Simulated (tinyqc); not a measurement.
Deal-Grove kinetics of thermal oxidation of silicon: one step, computed by the program tinyqc.

Oxidant diffuses through the oxide and reacts at the interface, so that dx/dt = B/(A + 2x) for the oxide thickness x.

Task: Thickness after the oxidation. tau = (x_i^2 + A x_i)/B and x = (A/2) [sqrt(1 + 4 B (t + tau)/A^2) - 1], the root of x^2 + A x = B (t + tau). Silicon consumed is 0.44 times the oxide grown; the rate is B/(A + 2x).

Inputs (values chosen for the exercise, close to those used for silicon): temperature T = 950 C; initial oxide x_i = 0.025 um; time t = 0.51 h.

Ambient: steam. Surface: (100).

length A = 1.022161 um

parabolic constant B = 0.02795384 um^2/h

Give: tau; oxide thickness x; silicon consumed; final growth rate.

Result:

tau = 0.9365 h

oxide thickness x = 0.03814 um

silicon consumed = 0.005780 um

final growth rate = 0.02545 um/h

2x/A = 0.0746: the interface reaction limits the rate.
